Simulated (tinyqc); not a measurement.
Worked calculation: six-band hole subbands of a thin body in a field. Values are carried at full precision from step to step, so a last printed digit may differ when a step is redone from the rounded ones.

Constants: hbar^2/2m0 = 3.80998211 eV angstrom^2.

Values chosen for the exercise (near those of a p-type Si channel; not measured data): S = (7.67, -2.12, 12.48) 1/TPa (compliances s11, s12, s44); sx = -1.5 GPa (stress along the channel [1-10], negative in compression); b = -2.07 eV (tetragonal potential); d = -4.73 eV (trigonal potential); g1 = 4.26 (Luttinger gamma1); g2 = 0.34 (gamma2); g3 = 1.45 (gamma3); face = 110 (surface); Dso = 0.043 eV (spin-orbit splitting); t = 90 angstrom (body thickness); F = 0.2 MV/cm (field across the body); kmax = 0.08 1/angstrom (end of the path).

## Strain and its block

exx = eyy = (s11 + s12) sx/2, ezz = s12 sx, exy = -s44 sx/4 (1 GPa/TPa = 1e-3). With e0 the traceless part, B_XX = 2b e0xx - b (e0yy + e0zz) and B_XY = sqrt(3) d exy.

strain, lower triangle:
```
           x          y         z
x  -0.004163
y   0.004680  -0.004163
z          0          0  0.003180
```

B (eV), lower triangle:
```
          X        Y         Z
X   0.01520
Y  -0.03834  0.01520
Z         0        0  -0.03040
```

## Confinement masses without spin-orbit coupling

C(n n^T)/c has C_XX = (g1 + 4 g2) nx^2 + (g1 - 2 g2)(ny^2 + nz^2) and C_XY = 6 g3 nx ny, n the unit normal; its eigenvalues are the inverse masses along n.

C(n n^T)/c, lower triangle:
```
        X       Y       Z
X  4.6000
Y  4.3500  4.6000
Z       0       0  3.5800
```

masses (m0): 4.0000  0.2793  0.1117

The heaviest mass, 4.00, comes from a near cancellation among the gammas, so a few per cent in them move it strongly.

## The matrix for one sine at q = 0

Basis X, Y, Z times spin, hole energies counted downwards from the unstrained edge (the hydrostatic shift is left out), c = hbar^2/2m0. For a symmetric tensor T let C(T) have C_XX = L Txx + M (Tyy + Tzz), C_XY = N Txy (cyclic), L = c (g1 + 4 g2), M = c (g1 - 2 g2), N = 6 c g3. k = q + kz n, n the unit normal, q = k1 u + k2 v with u along the channel [1-10] and v = n x u. H = C(k k^T) + (Dso/3)(1 - L.sigma) - B + e F z with (L_k)_ij = -i epsilon_kij; B is the block C built from the traceless strain with 2b, -b and sqrt(3) d in place of L, M, N. Strain: exx = eyy = (s11 + s12) sx/2, ezz = s12 sx, exy = -s44 sx/4. Hard walls at z = 0 and t; basis sin(j pi z/t), j = 1 to Nz: kz^2 = (j pi/t)^2, kz = -i D with D_jl = 4 j l/(t (j^2 - l^2)), z_jj = t/2 and z_jl = -8 t j l/(pi (j^2 - l^2))^2 for j + l odd; 1 MV/cm = 0.01 eV/angstrom.

Nz = 1, in meV.

H (meV), lower triangle (Hermitian):
```
              X+       Y+      Z+            X-      Y-      Z-
X+        110.49
Y+  58.54-14.33i   110.49
Z+             0        0  151.35
X-             0        0   14.33        110.49
Y-             0        0  14.33i  58.54+14.33i  110.49
Z-        -14.33  -14.33i       0             0       0  151.35
```

## Its levels

Diagonalise; the levels come in pairs. Give each pair and its weights on X, Y, Z, summed over spin and averaged over the pair.

levels (meV): 48.67  143.65  180.02

weights:
```
   pair 1  pair 2  pair 3
X   0.492   0.133   0.374
Y   0.492   0.133   0.374
Z   0.015   0.733   0.252
```

## More sines

The four lowest pairs at q = 0.

Hole energies (meV):
```
Nz  pair 1  pair 2  pair 3  pair 4
1    48.67  143.65  180.02       -
2    18.54   83.42  129.67  169.69
4     0.21   38.55   76.34  115.24
8    -4.18   23.53   46.86   68.41
16   -4.26   23.17   45.70   65.58
```

One sine is 52.93 meV off in the top subband, since the field mixes the sines. The second pair lies 27.4 meV deeper.

## Dispersion of the top subband

Nz = 14; the two lowest levels (spin-split where the field breaks inversion), in meV from their value at q = 0.

Energies (meV):
```
|q| (1/angstrom)     u a     u b    v a    v b
0.020              12.88   13.73   5.40   5.48
0.040              51.86   54.04  21.68  21.86
0.060             113.68  119.47  48.80  49.13
0.080             158.25  161.08  86.71  87.28
```

From the mean of each pair in the first row, c q^2/E gives 0.11 m0 along u and 0.28 m0 along v. The largest distance between a and b in the table is 5.78 meV.

## Checks

- Top level at q = 0 on (001) without field and stress against c (g1 - 2 g2)(pi/t)^2, eV: both 0.01662.
- Hermiticity, and E(q) against E(-q): they agree to 1e-10 or better.

Computed by tinyqc, a small Python program: `OMP_NUM_THREADS=1 python tinyqc.py 1281340 1281341 out.jsonl` (the numbers bound the seed that draws the inputs); one thread of a shared host (Intel(R) Xeon(R) Processor @ 2.30GHz), about 0.5 s for the whole set of steps.
